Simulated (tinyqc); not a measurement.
Splitting against the number of planes: valley splitting in a one-orbital chain of atomic planes (second-neighbour model).

Each (001) plane carries one orbital with energy e0, hopping v to the next plane and u to the second: E(phi) = e0 + 2 v cos(phi) + 2 u cos(2 phi), where phi = pi - k a/4 (the sign of every second orbital is chosen so that v > 0, which shifts the phase by pi). The minimum lies at cos(phi0) = -v/(4u), phi0 = pi - (pi/2) k0 for a valley at k0 (2 pi/a), and e0 puts it at zero. A slab of N planes has hard walls: the matrix simply ends.

Constants: hbar^2/2m0 = 3.80998211 eV angstrom^2.

Inputs chosen for the exercise (out of a larger set: near those of the Delta valleys of silicon; abrupt walls in this chain split the valleys several times more than measured wells; not measured data):
- a = 5.441 angstrom (lattice constant; planes lie a/4 apart)
- ml = 0.929 m0 (longitudinal mass)
- N0 = 22 (first number of planes)

u = 0.589712 eV
v = 0.579441 eV
e0 = 1.321761 eV
phi0 = 1.818982 rad

Ten slabs from N0 on, of thickness (N - 1) a/4 between the outer planes. Effective mass: E1 = (c/ml)(pi/W)^2 with W = (N + 2) a/4: the amplitude vanishes on two missing planes at each end, and the envelope has its nodes N + 2 spacings apart. Large-N estimate of the splitting: 16 pi^2 u |sin(phi0) sin((N + 2) phi0)|/(N + 2)^3.

Doublet (meV):
```
N,thickness (angstrom),mean level,effective mass,splitting,estimate
22,28.57,37.73,37.98,1.741,2.096
23,29.93,34.96,35.00,5.726,5.759
24,31.29,32.18,32.36,1.096,0.867
25,32.65,29.95,30.01,4.065,4.192
26,34.01,27.81,27.90,2.658,2.541
27,35.37,25.92,26.01,2.110,2.259
28,36.73,24.28,24.31,3.102,3.068
29,38.09,22.67,22.76,0.358,0.483
30,39.45,21.35,21.36,2.718,2.744
31,40.81,20.02,20.09,0.911,0.829
```

The mean level falls smoothly, from 37.7 to 20.0 meV, within 0.7 % of the effective-mass value. The splitting swings between 0.358 (N = 29) and 5.726 meV (N = 23): one plane more or less changes the phase between the two walls by phi0 = 1.819 rad. The estimate misses the computed values by at most 0.355 meV.

Run: tinyqc, `OMP_NUM_THREADS=1 python tinyqc.py 1482662 1482663 out.jsonl`; Intel(R) Xeon(R) Processor @ 2.30GHz, one thread, shared host; about 0.02 s of CPU time with all checks.
